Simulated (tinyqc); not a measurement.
# Worked calculation: thin-film transistor with exponential tail and deep states, accumulation layer

Program tinyqc, `OMP_NUM_THREADS=1 python tinyqc.py 2610121 2610122 out.jsonl`; Intel Xeon 2.30GHz, shared host, one thread, about 0.02 s. Printed values are rounded.

An undoped film in accumulation, thicker than the space-charge layer. With band bending psi the Fermi level lies E0 - psi below the band edge. Free electrons n = n0 exp(psi/Vt) carry the current; electrons in two exponential distributions of traps, a = a0 exp(psi/Va) and d = d0 exp(psi/Vp), do not. Linear regime, ohmic contacts, traps in equilibrium.

Parameters, values chosen for the exercise; values close to those of amorphous indium gallium zinc oxide:

| symbol | value | unit | meaning |
|---|---|---|---|
| T | 250 | K | temperature |
| eps_r | 10 |  | relative permittivity of the semiconductor |
| Nc | 5.7e18 | cm^-3 | density of extended states |
| mb | 20 | cm^2/(V s) | band mobility |
| Nt | 3.6e18 | cm^-3 | total density of tail states |
| Tt | 370 | K | characteristic temperature of the tail |
| Nd | 5.8e16 | cm^-3 | total density of deep states |
| Td | 2100 | K | characteristic temperature of the deep states |
| E0 | 0.43 | eV | bulk Fermi level below the band edge |
| Ci | 17 | nF/cm^2 | gate capacitance |
| WL | 2 |  | ratio W/L |
| Vd | 0.2 | V | drain voltage |
| Vg | 11 | V | gate voltage above flat band |

Constants: q = 1.602176634e-19 C, kB = 1.380649e-23 J/K, Vt = kB T/q, eps0 = 8.8541878128e-14 F/cm where lengths are in cm. Results are converted to the units shown.

Range of the model: The Fermi level at the surface comes within 2 Vt of the band edge, where the exponential forms for free and trapped electrons fail. The th form assumes a Fermi level far below the band edge; at the surface it overcounts the filled tail by a factor of about 1.8.

## Bulk densities

Va = kB Tt/q, Vp = kB Td/q; n0 = Nc exp(-E0/Vt), a0 = Nt th(T/Tt) exp(-E0/Va), d0 = Nd th(T/Td) exp(-E0/Vp), th(x) = pi x/sin(pi x).

Va = 0.0318841 V
Vp = 0.180964 V
th(T/Tt) = 2.49281
n0 = 1.22308e10 cm^-3
a0 = 1.24724e13 cm^-3
d0 = 5.51627e15 cm^-3

## Iteration 1: surface potential by Newton steps

psi at the start = 0.33 V

Va = kB Tt/q, Vp = kB Td/q. G(psi) = sum over the three kinds of c0 [V (exp(psi/V) - 1) - psi], field F = sqrt(2 q G/(eps0 eps_r)); Vg = psi + eps0 eps_r F/Ci at the surface. f = psi + eps0 eps_r F/Ci - Vg, f' = 1 + q rho/(Ci F) with rho = sum c0 (exp(psi/V) - 1); psi(new) = psi - f/f'.

F = 78.3757 kV/cm
f = -6.58792 V
f' = 57.9293
psi after iteration 1 = 0.443723 V

## Iteration 2: surface potential by Newton steps

As before.

F = 496.213 kV/cm
f = 15.2882 V
f' = 468.940
psi after iteration 2 = 0.411122 V

## Course of the iteration: surface potential by Newton steps

Stop when psi changes by less than 1e-10 V, or after 30 iterations. psi must stay between 0 and 5 V.

Course of the iteration:
```
iteration,psi (V),|change| (V)
1,0.443723,0.114
2,0.411122,0.0326
3,0.395258,0.0159
4,0.392382,2.88e-3
5,0.392303,7.91e-5
6,0.392303,5.76e-8
7,0.392303,3.05e-14
```

Converged in 7 iterations. At the end the number of correct digits about doubles with each step.

## Free and total charge, current

psi_s = 0.392303 V

Va = kB Tt/q, Vp = kB Td/q. G(psi) = sum over the three kinds of c0 [V (exp(psi/V) - 1) - psi], field F = sqrt(2 q G/(eps0 eps_r)); Vg = psi + eps0 eps_r F/Ci at the surface. Total charge Q = Ci (Vg - psi_s); free charge Qf = q times the integral of n0 (exp(psi/Vt) - 1)/F over psi from 0 to psi_s; I = (W/L) mb Qf Vd; effective mobility mb Qf/Q.

surface densities (cm^-3): free 9.90677e17, tail 2.75116e18, deep 4.82093e16
Q = 180.331 nC/cm^2
Qf = 25.0195 nC/cm^2
effective mobility = 2.77485 cm^2/(V s)
I = 200.156 nA

13.9 % of the induced charge is free, against 26.1 % of the electrons right at the surface.
